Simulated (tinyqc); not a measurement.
## Segment and feed resistance from two drops

Inverse problem. A rail is fed at one end through Rq; K loads of Ij follow, each after a segment Rs. The drop at load j is K Ij Rq + Rs Ij sum_(l=1..j) (K - l + 1). Find Rs, Rq and the worst drop, at the middle, if the rail were fed through Rq at both ends: K Ij Rq/2 + Rs Ij K^2/8 with the load taken as continuous.

Parameters, values chosen for the exercise:

| symbol | value | unit | meaning |
|---|---|---|---|
| K | 10 |  | number of equal loads |
| Ij | 0.57 | mA | current of each load |

drops at the first and at the last load (mV): [3.3858000, 16.723800]

Solution. The difference of the two drops is Rs Ij K (K - 1)/2, which gives Rs; the first drop then gives Rq.

Rs = 0.5200 ohm
Rq = 0.07400 ohm
drop at the middle with two feeds = 3.916 mV

Computed by the program tinyqc: `OMP_NUM_THREADS=1 python tinyqc.py 2770105 2770106 out.jsonl`, one thread of a shared Intel Xeon 2.30GHz, about 0.08 s for the whole run.
